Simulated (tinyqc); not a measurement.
## Phonon and roughness prefactors from two fields

Inverse problem. At 300 K and high field 1/mu = E^(1/3)/Ap + E^gs/As, E in MV/cm. Find Ap and As.

Values chosen for this exercise: exponent of the roughness term gs = 2.

mu at E = 0.59 and 1.06 MV/cm (cm^2/(V s)): 468.02923  311.34773

Answer. Two linear equations in 1/Ap and 1/As.

Ap = 458 cm^2/(V s)
As = 1.14e3 cm^2/(V s)

Program tinyqc, `OMP_NUM_THREADS=1 python tinyqc.py 2510077 2510078 out.jsonl`; Intel Xeon 2.30GHz, shared host, one thread, about 0.01 s.
